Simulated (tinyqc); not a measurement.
Dopant redistribution at a moving silicon-oxide interface during parabolic oxidation: one step, computed by the program tinyqc. Command: `OMP_NUM_THREADS=1 python tinyqc.py 3026722 3026723 out.jsonl segox walk`. One thread of a shared host (Intel(R) Xeon(R) Processor @ 2.30GHz), about 0.01 s of CPU time with the checks.

Uniformly doped silicon is oxidised with x_ox = sqrt(B t); the interface advances into the silicon by alpha x_ox, alpha = 0.44. The dopant does not move in the oxide, and at the interface C(silicon) = m C(oxide).

Question. Profile below the interface. With the dopant diffusivity D and s = alpha x_ox/(2 sqrt(D t)), in the silicon C = C_B + (C_s - C_B) erfc(y/(2 sqrt(D t)))/erfc(s), y from the original surface. Dopant balance at the interface gives C_s/C_B = 1/[1 + (1/(m alpha) - 1) g], g = sqrt(pi) s exp(s^2) erfc(s). Depths z are counted from the present interface: y/(2 sqrt(D t)) = s + z/(2 sqrt(D t)); take z/(2 sqrt(D t)) = 0, 0.05, 0.1, 0.2, 0.3, 0.5, 0.75, 1, 1.5.

Inputs (values chosen for the exercise, modelled on boron in silicon under dry oxygen): oxidation activation energy E_B = 1.22 eV; temperature T = 1150 C.

diffusion length 2 sqrt(D t) = 0.5293593 um

ratio C_s/C_B = 0.2755325

s = 0.1097497

Give: Profile.

Answer.

Profile:
```
z/(2 sqrt(D t))  z (um)   C/C_B
0.00             0.0000  0.2755
0.05             0.0265  0.3213
0.10             0.0529  0.3664
0.20             0.1059  0.4535
0.30             0.1588  0.5353
0.50             0.2647  0.6789
0.75             0.3970  0.8149
1.00             0.5294  0.9037
1.50             0.7940  0.9811
```

Caution: in this case the oxide is not much thicker than a typical Deal-Grove length A, so real growth is slower than parabolic. Caution: parabolic growth needs an oxide much thicker than the Deal-Grove length A, which fails for thin films and low temperatures; oxidation-enhanced or retarded diffusion is ignored.
